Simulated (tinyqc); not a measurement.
Splitting and spin direction around the circle: two-dimensional electron gas with Rashba and Dresselhaus coupling.

H = c k^2/m + al (ky sx - kx sy) + b1 (kx sx - ky sy) + gam kx ky (kx sy - ky sx), s the Pauli matrices, x = [100], c = hbar^2/2m0, b1 = gam (pi/L)^2 (hard walls). H = c k^2/m + B.s, so E = c k^2/m -/+ |B| and the lower state has its spin along -B.

Constants: hbar^2/2m0 = 3.80998211 eV angstrom^2.

Values chosen for the exercise (of the size met in InGaAs; the results hold for these values, not for the real material): m = 0.0392 m0 (mass); al = 0.17 eV angstrom (Rashba constant); gam = 26.5 eV angstrom^3 (bulk Dresselhaus constant); L = 196 angstrom (width of the (001) well); n = 10 1e11/cm^2 (sheet density (one subband filled)).

At |k| = k0 = sqrt(2 pi n), 1e11/cm^2 = 1e-5/angstrom^2.

Around the circle:

| phi (deg) | Bx (meV) | By (meV) | splitting (meV) | lower spin (deg) |
|---|---|---|---|---|
| 0.0 | 0.1707 | -4.2613 | 8.5294 | 92.3 |
| 22.5 | 1.7319 | -3.8659 | 8.4722 | 114.1 |
| 45.0 | 2.9863 | -2.9863 | 8.4465 | 135.0 |
| 67.5 | 3.8659 | -1.7319 | 8.4722 | 155.9 |
| 90.0 | 4.2613 | -0.1707 | 8.5294 | 177.7 |
| 135.0 | 3.0401 | 3.0401 | 8.5986 | -135.0 |
| 157.5 | 1.5295 | 4.0079 | 8.5797 | -110.9 |

Give the missing row, phi (deg) = 112.5.

Computed row:
```
phi (deg)  Bx (meV)  By (meV)  splitting (meV)  lower spin (deg)
112.5        4.0079    1.5295           8.5797            -159.1
```

The splitting runs from 8.4465 meV at 45 to 8.5986 meV at 135 degrees. Along [110] it is 2 k |al + b1 - 2 b3| and along [-110] 2 k |al - b1 + 2 b3|, b3 = gam k^2/4. From 0 to 90 degrees the spin turns with k (+85 degrees), the sense of the Rashba term.

Computed by tinyqc, a small Python program: `OMP_NUM_THREADS=1 python tinyqc.py 1480868 1480869 out.jsonl` (the numbers bound the seed that draws the inputs); one thread of a shared host (Intel(R) Xeon(R) Processor @ 2.30GHz), about 0.01 s for the whole set of steps.
